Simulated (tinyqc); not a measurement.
Hexagonal on-chip spiral inductor, lumped pi model: one step of the calculation.

Outer diameter do = di + 2 n wd + 2 (n - 1) sp, mean da = (do + di)/2, fill p = (do - di)/(do + di), length l = 3.464 n da. L = 2.33 mu0 n^2 da/(1 + 3.82 p), mu0 = 4 pi 1e-7 H/m. Rs = rho l/(wd delta (1 - exp(-th/delta))), delta = sqrt(rho/(pi f mu0)). Cs = n wd^2 eps0 eo/hu across the coil. At each end Cox = l wd eps0 eo/(2 ho) leads to the substrate branch Rsi = 2 rs he/(l wd) in parallel with Csi = l wd eps0 11.7/(2 he). With one end grounded Y = 1/(Rs + i w L) + i w Cs + 1/[1/(i w Cox) + 1/(1/Rsi + i w Csi)], w = 2 pi f; Q = -Im Y/Re Y. Eddy currents in neighbouring turns and in the substrate are left out.

Task. Admittance, quality factor and apparent inductance. Series branch 1/(Rs + i w L), substrate branch, total Y, Q = -Im Y/Re Y, apparent inductance Im(1/Y)/w, metal-only value w L/Rs, share of the loss in the substrate Re(substrate branch)/Re Y.

Values chosen for this exercise:
- f = 7.5 GHz (frequency)

L = 11.525512 nH
Rs = 14.841609 ohm
Cs = 18.416711 fF
Cox = 84.046355 fF
Rsi = 4435.7415 ohm
Csi = 23.354381 fF

Find: series branch; substrate branch; Y; Q; apparent inductance; w L/Rs; share of the loss in the substrate.

Result.

series branch = 0.050-1.840i mS
substrate branch = 0.1378+0.8674i mS
Y = 0.1881-0.1046i mS
Q = 0.5561
apparent inductance = 47.93 nH
w L/Rs = 36.59
share of the loss in the substrate = 73.27 %

Q is 1.52 % of the metal-only value.

Numbers from tinyqc (`OMP_NUM_THREADS=1 python tinyqc.py 2302211 2302212 out.jsonl`; about 0.01 s on one thread of a shared Intel Xeon 2.30GHz).
